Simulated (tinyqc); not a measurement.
Inside a calculation. Model: short-channel transistor, virtual-source model with series resistance.

Computed by the program tinyqc: `OMP_NUM_THREADS=1 python tinyqc.py 2380071 2380072 out.jsonl`, one thread of a shared Intel Xeon 2.30GHz, about 0.01 s for the whole run. Printed values are rounded.

The current per gate width is the charge at the top of the source barrier (the virtual source) times its velocity times a saturation function; al and be are fitting constants of the model. Units: I in uA/um, Rs in ohm um, so I Rs = 1e-6 I Rs in volts; Q in uC/cm^2, so I = 1e-4 Q vx0 Fsat with vx0 in cm/s.

Values chosen for this exercise:
- T = 273 K (temperature)
- Cinv = 3.65 uF/cm^2 (inversion capacitance)
- vx0 = 2.92e7 cm/s (velocity at the virtual source)
- mu = 390 cm^2/(V s) (apparent mobility)
- L = 130 nm (channel length)
- VT0 = 0.348 V (threshold at zero drain voltage)
- dl = 0.136 V/V (drain-induced barrier lowering)
- n0 = 1.43 (subthreshold factor)
- nd = 0.2 1/V (growth of n with drain voltage)
- al = 3.5 (threshold shift (in units of Vt) from weak to strong inversion)
- be = 1.6 (sharpness of saturation)
- Rs = 150 ohm um (series resistance of each contact)
- Vgs = 0.6 V (gate voltage)
- Vds = 0.6 V (drain voltage)

Constants: q = 1.602176634e-19 C, kB = 1.380649e-23 J/K, Vt = kB T/q. Results are converted to the units shown.

## Iteration 1: current through the series resistance

I at the start = 0 uA/um

Intrinsic voltages Vg' = Vgs - I Rs, Vd' = Vds - 2 I Rs. n = n0 + nd Vd', VT = VT0 - dl Vd', Ff = 1/(1 + exp((Vg' - VT + al Vt/2)/(al Vt))), Q = Cinv n Vt ln(1 + exp((Vg' - VT + al Vt Ff)/(n Vt))), Vdsat = (vx0 L/mu)(1 - Ff) + Vt Ff, Fsat = u/(1 + u^be)^(1/be) with u = Vd'/Vdsat, and I(out) = Q vx0 Fsat per width. (Fsat takes the sign of u.) I(new) = I + 0.5 (I(out) - I).

Vg' = 0.6 V
Vd' = 0.6 V
VT = 0.2664 V
Ff = 0.0104406
Q = 1.22079 uC/cm^2
Vdsat = 0.963417 V
Fsat = 0.489773
I(out) = 1745.90 uA/um
I after iteration 1 = 872.950 uA/um

## Iteration 2: current through the series resistance

As before.

Vg' = 0.469057 V
Vd' = 0.338115 V
VT = 0.302016 V
Ff = 0.0738699
Q = 0.632842 uC/cm^2
Vdsat = 0.903171 V
Fsat = 0.332727
I(out) = 614.845 uA/um
I after iteration 2 = 743.898 uA/um

## Iteration 3: current through the series resistance

As before.

Vg' = 0.488415 V
Vd' = 0.376831 V
VT = 0.296751 V
Ff = 0.0558425
Q = 0.716863 uC/cm^2
Vdsat = 0.920294 V
Fsat = 0.358023
I(out) = 749.428 uA/um
I after iteration 3 = 746.663 uA/um

## Course of the iteration: current through the series resistance

Stop when I changes by less than 1e-7 uA/um, or after 80 iterations.

Course of the iteration:

| iteration | I (uA/um) | \|change\| (uA/um) |
|---|---|---|
| 1 | 872.950 | 873 |
| 2 | 743.898 | 129 |
| 3 | 746.663 | 2.77 |
| 4 | 746.537 | 0.126 |
| 5 | 746.543 | 5.68e-3 |
| 6 | 746.542 | 2.56e-4 |
| 7 | 746.542 | 1.16e-5 |
| 8 | 746.542 | 5.21e-7 |
| 9 | 746.542 | 2.35e-8 |

Converged in 9 iterations. At the end each change is about 0.045 times the one before, with alternating sign: linear convergence.

## What the series resistance costs

converged I = 746.542 uA/um
I0 = 1745.90 uA/um

Intrinsic voltages Vg' = Vgs - I Rs, Vd' = Vds - 2 I Rs. n = n0 + nd Vd', VT = VT0 - dl Vd', Ff = 1/(1 + exp((Vg' - VT + al Vt/2)/(al Vt))), Q = Cinv n Vt ln(1 + exp((Vg' - VT + al Vt Ff)/(n Vt))), Vdsat = (vx0 L/mu)(1 - Ff) + Vt Ff, Fsat = u/(1 + u^be)^(1/be) with u = Vd'/Vdsat, and I = Q vx0 Fsat per width. I0 is the current for Rs = 0. Effective velocity I/Q; transit time L Q/I.

loss against I0 = 57.2403 %
effective velocity = 1.04393e7 cm/s
transit time = 1.24529 ps

The carriers leave the virtual source at 35.8 % of vx0: Vd' is not large against Vdsat.
